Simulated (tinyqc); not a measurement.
Worked calculation (part 1 of 2): ROHF in the 3-21g basis, for H3, spin multiplicity 2. Computed by tinyqc, a small Python program that keeps every step (integrals from PySCF). Settings: charge = 0, multiplicity = 2, basis = 3-21g, energy threshold = 1e-10, iteration cap = 87, orthogonalisation = symmetric, start = highest core orbitals, DIIS depth = 6, method = ROHF. Command: `OMP_NUM_THREADS=1 python tinyqc.py 29611 29612 out.jsonl` (the two numbers bound the seeds that draw the settings). One thread of a shared host (Intel(R) Xeon(R) Processor @ 2.60GHz), about 0.06 s of CPU time with the checks. Later iterations appear only in the table of the cycle.

## One-electron integrals

Geometry (angstrom):

| atom | x | y | z |
|---|---|---|---|
| H | 0.00000 | 0.00000 | 0.00000 |
| H | 0.00000 | 0.00000 | 1.14200 |
| H | 0.00000 | 0.00000 | -1.14200 |

Basis 3-21g: exponents (1/bohr^2) and contraction coefficients of normalised primitives:

| element | l (shell) | exponent | coefficient |
|---|---|---|---|
| H | s (1) | 5.44718 | 0.15628 |
| H | s (1) | 0.82455 | 0.90469 |
| H | s (2) | 0.18319 | 1.00000 |

Overlap, kinetic and nuclear-attraction integrals over the contracted functions; the nuclear repulsion is the sum of Za Zb / Rab.

nuclear repulsion = 1.1584440 hartree

overlap S, lower triangle:
```
         1H 1s    1H 2s    2H 1s    2H 2s    3H 1s    3H 2s
1H 1s  1.00000
1H 2s  0.64590  1.00000
2H 1s  0.12558  0.31940  1.00000
2H 2s  0.31940  0.65273  0.64590  1.00000
3H 1s  0.12558  0.31940  0.00038  0.03877  1.00000
3H 2s  0.31940  0.65273  0.03877  0.18153  0.64590  1.00000
```

kinetic energy T (hartree), lower triangle:
```
          1H 1s    1H 2s     2H 1s     2H 2s    3H 1s    3H 2s
1H 1s   1.54940
1H 2s   0.29315  0.27479
2H 1s  -0.05627  0.07676   1.54940
2H 2s   0.07676  0.12835   0.29315   0.27479
3H 1s  -0.05627  0.07676  -0.00193  -0.01533  1.54940
3H 2s   0.07676  0.12835  -0.01533  -0.00686  0.29315  0.27479
```

nuclear attraction V (hartree), lower triangle:
```
          1H 1s     1H 2s     2H 1s     2H 2s     3H 1s     3H 2s
1H 1s  -2.64761
1H 2s  -1.38001  -1.54980
2H 1s  -0.26666  -0.62537  -2.41595
2H 2s  -0.67027  -0.98007  -1.23098  -1.34804
3H 1s  -0.26666  -0.62537  -0.00090  -0.07578  -2.41595
3H 2s  -0.67027  -0.98007  -0.07578  -0.28133  -1.23098  -1.34804
```

core Hamiltonian H = T + V (hartree), lower triangle:
```
          1H 1s     1H 2s     2H 1s     2H 2s     3H 1s     3H 2s
1H 1s  -1.09820
1H 2s  -1.08686  -1.27501
2H 1s  -0.32293  -0.54860  -0.86655
2H 2s  -0.59350  -0.85172  -0.93783  -1.07325
3H 1s  -0.32293  -0.54860  -0.00283  -0.09111  -0.86655
3H 2s  -0.59350  -0.85172  -0.09111  -0.28819  -0.93783  -1.07325
```

## Two-electron integrals

Functions are numbered as in S; the eight-fold symmetry (ij|kl) = (ji|kl) = (kl|ij) leaves the list below.

Two-electron integrals (ij|kl) in chemists' order, unique and non-zero (hartree):
```
(11|11) 1.14014    (21|11) 0.61140    (21|21) 0.34515    (22|11) 0.62637
(22|21) 0.38033    (22|22) 0.48296    (31|11) 0.09979    (31|21) 0.05889
(31|22) 0.06949    (31|31) 0.01614    (32|11) 0.17218    (32|21) 0.10779
(32|22) 0.14528    (32|31) 0.03278    (32|32) 0.08381    (33|11) 0.46158
(33|21) 0.29540    (33|22) 0.42139    (33|31) 0.09979    (33|32) 0.29192
(33|33) 1.14014    (41|11) 0.29192    (41|21) 0.16611    (41|22) 0.18550
(41|31) 0.03278    (41|32) 0.06150    (41|33) 0.17218    (41|41) 0.08381
(42|11) 0.36471    (42|21) 0.22429    (42|22) 0.29419    (42|31) 0.05064
(42|32) 0.11727    (42|33) 0.36471    (42|41) 0.11727    (42|42) 0.20577
(43|11) 0.29540    (43|21) 0.18795    (43|22) 0.26590    (43|31) 0.05889
(43|32) 0.16611    (43|33) 0.61140    (43|41) 0.10779    (43|42) 0.22429
(43|43) 0.34515    (44|11) 0.42139    (44|21) 0.26590    (44|22) 0.37466
(44|31) 0.06949    (44|32) 0.18550    (44|33) 0.62637    (44|41) 0.14528
(44|42) 0.29419    (44|43) 0.38033    (44|44) 0.48296    (51|11) 0.09979
(51|21) 0.05889    (51|22) 0.06949    (51|31) 0.00736    (51|32) 0.01407
(51|33) 0.03890    (51|41) 0.02505    (51|42) 0.03446    (51|43) 0.02512
(51|44) 0.03840    (51|51) 0.01614    (52|11) 0.17218    (52|21) 0.10779
(52|22) 0.14528    (52|31) 0.01407    (52|32) 0.02866    (52|33) 0.08112
(52|41) 0.04602    (52|42) 0.07033    (52|43) 0.05239    (52|44) 0.08081
(52|51) 0.03278    (52|52) 0.08381    (53|11) 0.00041    (53|21) 0.00022
(53|22) 0.00023    (53|31) 3.70e-05   (53|32) 0.00006    (53|33) 0.00017
(53|41) 0.00011    (53|42) 0.00014    (53|43) 0.00011    (53|44) 0.00016
(53|51) 3.70e-05   (53|52) 0.00006    (53|53) 1.47e-07   (54|11) 0.02482
(54|21) 0.01517    (54|22) 0.01930    (54|31) 0.00197    (54|32) 0.00390
(54|33) 0.01093    (54|41) 0.00651    (54|42) 0.00953    (54|43) 0.00705
(54|44) 0.01082    (54|51) 0.00428    (54|52) 0.00985    (54|53) 9.28e-06
(54|54) 0.00122    (55|11) 0.46158    (55|21) 0.29540    (55|22) 0.42139
(55|31) 0.03890    (55|32) 0.08112    (55|33) 0.23169    (55|41) 0.12561
(55|42) 0.19937    (55|43) 0.14965    (55|44) 0.23152    (55|51) 0.09979
(55|52) 0.29192    (55|53) 0.00017    (55|54) 0.03206    (55|55) 1.14014
(61|11) 0.29192    (61|21) 0.16611    (61|22) 0.18550    (61|31) 0.02505
(61|32) 0.04602    (61|33) 0.12561    (61|41) 0.07650    (61|42) 0.10271
(61|43) 0.08063    (61|44) 0.11828    (61|51) 0.03278    (61|52) 0.06150
(61|53) 0.00011    (61|54) 0.00849    (61|55) 0.17218    (61|61) 0.08381
(62|11) 0.36471    (62|21) 0.22429    (62|22) 0.29419    (62|31) 0.03446
(62|32) 0.07033    (62|33) 0.19937    (62|41) 0.10271    (62|42) 0.15963
(62|43) 0.12801    (62|44) 0.19155    (62|51) 0.05064    (62|52) 0.11727
(62|53) 0.00014    (62|54) 0.01470    (62|55) 0.36471    (62|61) 0.11727
(62|62) 0.20577    (63|11) 0.02482    (63|21) 0.01517    (63|22) 0.01930
(63|31) 0.00428    (63|32) 0.00985    (63|33) 0.03206    (63|41) 0.00849
(63|42) 0.01470    (63|43) 0.01864    (63|44) 0.02162    (63|51) 0.00197
(63|52) 0.00390    (63|53) 9.28e-06   (63|54) 0.00054    (63|55) 0.01093
(63|61) 0.00651    (63|62) 0.00953    (63|63) 0.00122    (64|11) 0.11370
(64|21) 0.06904    (64|22) 0.08767    (64|31) 0.01261    (64|32) 0.02637
(64|33) 0.07649    (64|41) 0.03367    (64|42) 0.05340    (64|43) 0.04827
(64|44) 0.06801    (64|51) 0.01261    (64|52) 0.02637    (64|53) 4.24e-05
(64|54) 0.00350    (64|55) 0.07649    (64|61) 0.03367    (64|62) 0.05340
(64|63) 0.00350    (64|64) 0.01591    (65|11) 0.29540    (65|21) 0.18795
(65|22) 0.26590    (65|31) 0.02512    (65|32) 0.05239    (65|33) 0.14965
(65|41) 0.08063    (65|42) 0.12801    (65|43) 0.09666    (65|44) 0.14942
(65|51) 0.05889    (65|52) 0.16611    (65|53) 0.00011    (65|54) 0.01864
(65|55) 0.61140    (65|61) 0.10779    (65|62) 0.22429    (65|63) 0.00705
(65|64) 0.04827    (65|65) 0.34515    (66|11) 0.42139    (66|21) 0.26590
(66|22) 0.37466    (66|31) 0.03840    (66|32) 0.08081    (66|33) 0.23152
(66|41) 0.11828    (66|42) 0.19155    (66|43) 0.14942    (66|44) 0.22961
(66|51) 0.06949    (66|52) 0.18550    (66|53) 0.00016    (66|54) 0.02162
(66|55) 0.62637    (66|61) 0.14528    (66|62) 0.29419    (66|63) 0.01082
(66|64) 0.06801    (66|65) 0.38033    (66|66) 0.48296
```

## Orthogonalisation

S = U s U^T; symmetric (Loewdin) form X = U s^(-1/2) U^T, so that X^T S X = 1.

eigenvalues of S: 0.09871  0.29520  0.40551  0.88614  1.52289  2.79154

X, lower triangle:
```
          1H 1s     1H 2s     2H 1s    2H 2s     3H 1s    3H 2s
1H 1s   1.26022
1H 2s  -0.57396   2.11468
2H 1s   0.01119   0.01318   1.24069
2H 2s   0.06146  -0.73235  -0.48360  1.60429
3H 1s   0.01119   0.01318  -0.00874  0.02586   1.24069
3H 2s   0.06146  -0.73235   0.02586  0.20286  -0.48360  1.60429
```

## Starting guess

The start is the highest orbitals of the core Hamiltonian (a deliberately bad start); D(s) = C_occ C_occ^T for each spin.

D(alpha) at the start, lower triangle:
```
          1H 1s     1H 2s     2H 1s    2H 2s     3H 1s    3H 2s
1H 1s   0.68924
1H 2s  -1.56635   3.55965
2H 1s  -0.52568   1.19465   1.19628
2H 2s   1.07288  -2.43822  -1.65597  2.55235
3H 1s  -0.52568   1.19465  -0.39441  0.01939   1.19628
3H 2s   1.07288  -2.43822   0.01939  0.78780  -1.65597  2.55235
```

D(beta) at the start, lower triangle:
```
         1H 1s    1H 2s     2H 1s     2H 2s     3H 1s    3H 2s
1H 1s  0.00000
1H 2s  0.00000  0.00000
2H 1s  0.00000  0.00000   0.79534
2H 2s  0.00000  0.00000  -0.83768   0.88227
3H 1s  0.00000  0.00000  -0.79534   0.83768   0.79534
3H 2s  0.00000  0.00000   0.83768  -0.88227  -0.83768  0.88227
```

## Iteration 1: building the Fock matrix

J_ij = sum D_kl (ij|kl) with D = D(alpha) + D(beta), K_ij = sum D_kl (ik|jl) for each spin; F = H + J - K(s); E = tr D H + tr D J / 2 - 0.5 sum_s tr D(s) K(s) + E_nn.

Coulomb J (hartree), lower triangle:
```
         1H 1s    1H 2s    2H 1s    2H 2s    3H 1s    3H 2s
1H 1s  1.25828
1H 2s  0.77748  1.08332
2H 1s  0.16404  0.41977  1.46842
2H 2s  0.38611  0.71084  0.84785  1.06712
3H 1s  0.16404  0.41977  0.00047  0.04980  1.46842
3H 2s  0.38611  0.71084  0.04980  0.19665  0.84785  1.06712
```

exchange K(alpha) (hartree), lower triangle:
```
          1H 1s    1H 2s     2H 1s     2H 2s    3H 1s    3H 2s
1H 1s   0.16945
1H 2s   0.03443  0.03494
2H 1s  -0.02439  0.04035   0.33047
2H 2s   0.02228  0.02518   0.04838   0.07059
3H 1s  -0.02439  0.04035  -0.00945   0.01194  0.33047
3H 2s   0.02228  0.02518   0.01194  -0.00062  0.04838  0.07059
```

exchange K(beta) (hartree), lower triangle:
```
         1H 1s    1H 2s     2H 1s     2H 2s    3H 1s    3H 2s
1H 1s  0.00097
1H 2s  0.00241  0.01186
2H 1s  0.00527  0.01925   0.20878
2H 2s  0.00206  0.01305   0.02592   0.04033
3H 1s  0.00527  0.01925  -0.02506   0.01399  0.20878
3H 2s  0.00206  0.01305   0.01399  -0.00513  0.02592  0.04033
```

F(alpha) (hartree), lower triangle:
```
          1H 1s     1H 2s     2H 1s     2H 2s     3H 1s     3H 2s
1H 1s  -0.00937
1H 2s  -0.34381  -0.22662
2H 1s  -0.13449  -0.16918   0.27140
2H 2s  -0.22967  -0.16606  -0.13836  -0.07672
3H 1s  -0.13449  -0.16918   0.00709  -0.05324   0.27140
3H 2s  -0.22967  -0.16606  -0.05324  -0.09092  -0.13836  -0.07672
```

F(beta) (hartree), lower triangle:
```
          1H 1s     1H 2s     2H 1s     2H 2s     3H 1s     3H 2s
1H 1s   0.15911
1H 2s  -0.31179  -0.20355
2H 1s  -0.16416  -0.14809   0.39309
2H 2s  -0.20945  -0.15393  -0.11590  -0.04646
3H 1s  -0.16416  -0.14809   0.02270  -0.05530   0.39309
3H 2s  -0.20945  -0.15393  -0.05530  -0.08641  -0.11590  -0.04646
```

total energy of this density = 2.3892989 hartree

## Iteration 1: Roothaan effective Fock matrix

With projectors Pc = D(beta) S, Po = (D(alpha) - D(beta)) S, Pv = 1 - D(alpha) S, the block xy is Px^T F Py; with Fc = (F(alpha) + F(beta))/2, the blocks are Fc for cc, oo, vv and cv, F(beta) for co and F(alpha) for ov.

effective F (hartree), lower triangle:
```
          1H 1s     1H 2s     2H 1s     2H 2s     3H 1s     3H 2s
1H 1s   0.05787
1H 2s  -0.32769  -0.21413
2H 1s  -0.13776  -0.15788   0.32510
2H 2s  -0.22017  -0.16169  -0.12819  -0.05860
3H 1s  -0.13776  -0.15788   0.00775  -0.05534   0.32510
3H 2s  -0.22017  -0.16169  -0.05534  -0.08568  -0.12819  -0.05860
```

## Iteration 1: diagonalisation and new density

Diagonalise F' = X^T F X, C = X C', fill 2 alpha and 1 beta electrons from the bottom; D(s) = C_occ C_occ^T. Each column has its largest component positive (the first on a tie).

F' = X^T F X (hartree), lower triangle:
```
          1         2         3        4         5        6
1   0.44479
2  -0.51129   0.32737
3  -0.02357  -0.09647   0.63371
4  -0.06825  -0.15139  -0.35973  0.26672
5  -0.02357  -0.09647   0.03853  0.00808   0.63371
6  -0.06825  -0.15139   0.00808  0.02715  -0.35973  0.26672
```

orbital energies (hartree): MO1 -0.30181, MO2 0.00885, MO3 0.24527, MO4 0.82591, MO5 0.87242, MO6 0.92240

coefficients C:
```
           MO1       MO2       MO3       MO4       MO5       MO6
1H 1s  0.32807   0.00000   0.31904   0.00000  -0.61045  -1.15902
1H 2s  0.57496   0.00000   1.16829   0.00000   1.38495   1.50358
2H 1s  0.10423   0.16432  -0.13909   0.93984   0.80702  -0.42711
2H 2s  0.08427   0.64803  -0.97284  -0.83177  -1.13888  -0.16499
3H 1s  0.10423  -0.16432  -0.13909  -0.93984   0.80702  -0.42711
3H 2s  0.08427  -0.64803  -0.97284   0.83177  -1.13888  -0.16499
```

D(alpha) after iteration 1, lower triangle:
```
         1H 1s    1H 2s     2H 1s     2H 2s    3H 1s    3H 2s
1H 1s  0.10763
1H 2s  0.18863  0.33058
2H 1s  0.03419  0.05993   0.03786
2H 2s  0.02764  0.04845   0.11527   0.42704
3H 1s  0.03419  0.05993  -0.01614  -0.09770  0.03786
3H 2s  0.02764  0.04845  -0.09770  -0.41284  0.11527  0.42704
```

D(beta) after iteration 1, lower triangle:
```
         1H 1s    1H 2s    2H 1s    2H 2s    3H 1s    3H 2s
1H 1s  0.10763
1H 2s  0.18863  0.33058
2H 1s  0.03419  0.05993  0.01086
2H 2s  0.02764  0.04845  0.00878  0.00710
3H 1s  0.03419  0.05993  0.01086  0.00878  0.01086
3H 2s  0.02764  0.04845  0.00878  0.00710  0.00878  0.00710
```

## Iteration 2: building the Fock matrix

As before.

Coulomb J (hartree), lower triangle:
```
         1H 1s    1H 2s    2H 1s    2H 2s    3H 1s    3H 2s
1H 1s  1.89297
1H 2s  1.12645  1.40512
2H 1s  0.21228  0.46021  1.40987
2H 2s  0.55054  0.87212  0.86712  1.16254
3H 1s  0.21228  0.46021  0.00070  0.05945  1.40987
3H 2s  0.55054  0.87212  0.05945  0.25507  0.86712  1.16254
```

exchange K(alpha) (hartree), lower triangle:
```
         1H 1s    1H 2s     2H 1s    2H 2s    3H 1s    3H 2s
1H 1s  0.57442
1H 2s  0.50840  0.54762
2H 1s  0.17947  0.24915   0.41453
2H 2s  0.30701  0.36796   0.39089  0.44741
3H 1s  0.17947  0.24915  -0.02961  0.01831  0.41453
3H 2s  0.30701  0.36796   0.01831  0.09789  0.39089  0.44741
```

exchange K(beta) (hartree), lower triangle:
```
         1H 1s    1H 2s    2H 1s    2H 2s    3H 1s    3H 2s
1H 1s  0.56452
1H 2s  0.48842  0.48589
2H 1s  0.15895  0.17612  0.13059
2H 2s  0.28829  0.29967  0.15022  0.21691
3H 1s  0.15895  0.17612  0.04105  0.08507  0.13059
3H 2s  0.28829  0.29967  0.08507  0.16317  0.15022  0.21691
```

F(alpha) (hartree), lower triangle:
```
          1H 1s     1H 2s     2H 1s     2H 2s     3H 1s     3H 2s
1H 1s   0.22035
1H 2s  -0.46882  -0.41751
2H 1s  -0.29012  -0.33754   0.12880
2H 2s  -0.34998  -0.34756  -0.46160  -0.35813
3H 1s  -0.29012  -0.33754   0.02748  -0.04996   0.12880
3H 2s  -0.34998  -0.34756  -0.04996  -0.13101  -0.46160  -0.35813
```

F(beta) (hartree), lower triangle:
```
          1H 1s     1H 2s     2H 1s     2H 2s     3H 1s     3H 2s
1H 1s   0.23025
1H 2s  -0.44883  -0.35579
2H 1s  -0.26959  -0.26451   0.41273
2H 2s  -0.33125  -0.27927  -0.22093  -0.12762
3H 1s  -0.26959  -0.26451  -0.04318  -0.11672   0.41273
3H 2s  -0.33125  -0.27927  -0.11672  -0.19630  -0.22093  -0.12762
```

total energy of this density = -1.4861181 hartree

## Iteration 2: Roothaan effective Fock matrix

As before.

effective F (hartree), lower triangle:
```
          1H 1s     1H 2s     2H 1s     2H 2s     3H 1s     3H 2s
1H 1s   0.22530
1H 2s  -0.45883  -0.38665
2H 1s  -0.27985  -0.30103   0.25112
2H 2s  -0.34061  -0.31341  -0.34988  -0.23724
3H 1s  -0.27985  -0.30103   0.01180  -0.07473   0.25112
3H 2s  -0.34061  -0.31341  -0.07473  -0.16929  -0.34988  -0.23724
```

## Iteration 2: DIIS over 2 matrices

error matrix X^T (FDS - SDF) X:
```
          1         2         3         4         5         6
1   0.00000   0.13115   0.12071   0.10591   0.12071   0.10591
2  -0.13115   0.00000   0.10008   0.04570   0.10008   0.04570
3  -0.12071  -0.10008   0.00000  -0.09513   0.00000   0.01763
4  -0.10591  -0.04570   0.09513   0.00000  -0.01763   0.00000
5  -0.12071  -0.10008   0.00000   0.01763   0.00000  -0.09513
6  -0.10591  -0.04570  -0.01763   0.00000   0.09513   0.00000
```

B (overlaps of the stored error matrices):
```
               1              2
1  2.0780383e-01  7.6661959e-02
2  7.6661959e-02  2.2341389e-01
```

Minimise |sum c_i e_i|^2 with sum c_i = 1: solve [B -1; -1 0][c; lambda] = [0; -1] with B_ij = tr e_i^T e_j, and take F = sum c_i F_i.

DIIS coefficients: 0.52809  0.47191

extrapolated F (hartree), lower triangle:
```
          1H 1s     1H 2s     2H 1s     2H 2s     3H 1s     3H 2s
1H 1s   0.13689
1H 2s  -0.38957  -0.29554
2H 1s  -0.20482  -0.22543   0.29019
2H 2s  -0.27701  -0.23329  -0.23281  -0.14291
3H 1s  -0.20482  -0.22543   0.00966  -0.06449   0.29019
3H 2s  -0.27701  -0.23329  -0.06449  -0.12513  -0.23281  -0.14291
```

## Iteration 2: diagonalisation and new density

As before.

F' = X^T F X (hartree), lower triangle:
```
          1         2         3         4         5        6
1   0.62217
2  -0.61555   0.35367
3  -0.07007  -0.11087   0.68344
4  -0.07694  -0.17640  -0.47337   0.27221
5  -0.07007  -0.11087   0.03585   0.03092   0.68344
6  -0.07694  -0.17640   0.03092  -0.00604  -0.47337  0.27221
```

orbital energies (hartree): MO1 -0.40219, MO2 -0.07411, MO3 0.25032, MO4 0.98759, MO5 0.99995, MO6 1.12558

coefficients C:
```
           MO1       MO2       MO3       MO4       MO5       MO6
1H 1s  0.27815   0.00000   0.23905   0.14642   0.00000  -1.33020
1H 2s  0.50718   0.00000   1.38244   0.26272   0.00000   1.90707
2H 1s  0.13561   0.21074  -0.10969   0.90579   0.93053   0.11421
2H 2s  0.14224   0.60597  -1.03283  -0.83570  -0.86289  -0.70172
3H 1s  0.13561  -0.21074  -0.10969   0.90579  -0.93053   0.11421
3H 2s  0.14224  -0.60597  -1.03283  -0.83570   0.86289  -0.70172
```

D(alpha) after iteration 2, lower triangle:
```
         1H 1s    1H 2s     2H 1s     2H 2s    3H 1s    3H 2s
1H 1s  0.07737
1H 2s  0.14107  0.25723
2H 1s  0.03772  0.06878   0.06280
2H 2s  0.03957  0.07214   0.14699   0.38743
3H 1s  0.03772  0.06878  -0.02602  -0.10841  0.06280
3H 2s  0.03957  0.07214  -0.10841  -0.34697  0.14699  0.38743
```

D(beta) after iteration 2, lower triangle:
```
         1H 1s    1H 2s    2H 1s    2H 2s    3H 1s    3H 2s
1H 1s  0.07737
1H 2s  0.14107  0.25723
2H 1s  0.03772  0.06878  0.01839
2H 2s  0.03957  0.07214  0.01929  0.02023
3H 1s  0.03772  0.06878  0.01839  0.01929  0.01839
3H 2s  0.03957  0.07214  0.01929  0.02023  0.01929  0.02023
```

## Iteration 3: building the Fock matrix

As before.

Coulomb J (hartree), lower triangle:
```
         1H 1s    1H 2s    2H 1s    2H 2s    3H 1s    3H 2s
1H 1s  1.80327
1H 2s  1.08339  1.37599
2H 1s  0.20839  0.46320  1.44493
2H 2s  0.53110  0.86082  0.88140  1.16551
3H 1s  0.20839  0.46320  0.00067  0.05908  1.44493
3H 2s  0.53110  0.86082  0.05908  0.24978  0.88140  1.16551
```

exchange K(alpha) (hartree), lower triangle:
```
         1H 1s    1H 2s     2H 1s    2H 2s    3H 1s    3H 2s
1H 1s  0.49680
1H 2s  0.46364  0.53103
2H 1s  0.18335  0.26964   0.47576
2H 2s  0.29085  0.37125   0.42885  0.46510
3H 1s  0.18335  0.26964  -0.02719  0.02565  0.47576
3H 2s  0.29085  0.37125   0.02565  0.10439  0.42885  0.46510
```

exchange K(beta) (hartree), lower triangle:
```
         1H 1s    1H 2s    2H 1s    2H 2s    3H 1s    3H 2s
1H 1s  0.48670
1H 2s  0.44320  0.46827
2H 1s  0.16144  0.19195  0.16370
2H 2s  0.27164  0.30192  0.17583  0.23417
3H 1s  0.16144  0.19195  0.04900  0.09432  0.16370
3H 2s  0.27164  0.30192  0.09432  0.16847  0.17583  0.23417
```

F(alpha) (hartree), lower triangle:
```
          1H 1s     1H 2s     2H 1s     2H 2s     3H 1s     3H 2s
1H 1s   0.20827
1H 2s  -0.46711  -0.43005
2H 1s  -0.29789  -0.35504   0.10262
2H 2s  -0.35326  -0.36215  -0.48529  -0.37284
3H 1s  -0.29789  -0.35504   0.02503  -0.05767   0.10262
3H 2s  -0.35326  -0.36215  -0.05767  -0.14281  -0.48529  -0.37284
```

F(beta) (hartree), lower triangle:
```
          1H 1s     1H 2s     2H 1s     2H 2s     3H 1s     3H 2s
1H 1s   0.21836
1H 2s  -0.44666  -0.36729
2H 1s  -0.27597  -0.27735   0.41468
2H 2s  -0.33405  -0.29282  -0.23227  -0.14191
3H 1s  -0.27597  -0.27735  -0.05116  -0.12635   0.41468
3H 2s  -0.33405  -0.29282  -0.12635  -0.20688  -0.23227  -0.14191
```

total energy of this density = -1.5374672 hartree

## Iteration 3: Roothaan effective Fock matrix

As before.

effective F (hartree), lower triangle:
```
          1H 1s     1H 2s     2H 1s     2H 2s     3H 1s     3H 2s
1H 1s   0.21331
1H 2s  -0.45689  -0.39867
2H 1s  -0.28693  -0.31620   0.23760
2H 2s  -0.34365  -0.32748  -0.36647  -0.24948
3H 1s  -0.28693  -0.31620   0.00798  -0.08432   0.23760
3H 2s  -0.34365  -0.32748  -0.08432  -0.18274  -0.36647  -0.24948
```
